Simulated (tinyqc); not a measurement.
MOS inversion layer, Poisson-Schroedinger loop: one step of the calculation.

Electrons confined at an insulator interface at z = 0, treated as a hard wall; parabolic valleys, Hartree approximation, no image or exchange terms. The depletion charge lies far deeper than the electrons and gives a uniform field q Nd/(eps0 eps_r); the gate balances all charge. Energies are counted from the band edge at the interface.

Task. Closed-form estimates. Triangular well: E_k = a_k (C F^2/mz)^(1/3), a_1 = 2.338107, a_2 = 4.087949, C = hbar^2/(2 m0), F in eV/nm. Fang-Howard (all electrons in the lowest level of set A): b^3 = 6 (mz1/C) q (Nd + 11 Ns/32)/(eps0 eps_r), centroid 3/b, level C b^2/(4 mz1) + (3/b) q (Nd + 11 Ns/16)/(eps0 eps_r). Use F = q (Nd + Ns)/(eps0 eps_r), the surface field, and F = q (Nd + Ns/2)/(eps0 eps_r).

Inputs (values chosen for the exercise); masses and permittivity close to those of silicon (100): relative permittivity eps_r = 11.7; mass along z of valley set A (2 valley(s)) mz1 = 0.912 m0; sheet density of electrons Ns = 1.3e12 cm^-2; sheet density of depletion charge Nd = 1.1e11 cm^-2.

Constants: q = 1.602176634e-19 C, hbar = 1.054571817e-34 J s, m0 = 9.1093837015e-31 kg, eps0 = 8.8541878128e-14 F/cm where lengths are in cm, hbar^2/(2 m0) = 0.0380998212 eV nm^2. Results are converted to the units shown.

Give: A1 with the surface field; A1 with Nd + Ns/2; A2 with Nd + Ns/2; b; Fang-Howard centroid; Fang-Howard level.

Result.

A1 with the surface field = 0.06332 eV
A1 with Nd + Ns/2 = 0.04194 eV
A2 with Nd + Ns/2 = 0.07333 eV
b = 1.073 1/nm
Fang-Howard centroid = 2.795 nm
Fang-Howard level = 0.05542 eV

Program tinyqc, `OMP_NUM_THREADS=1 python tinyqc.py 2160102 2160103 out.jsonl`; Intel Xeon 2.30GHz, shared host, one thread, about 1 s.
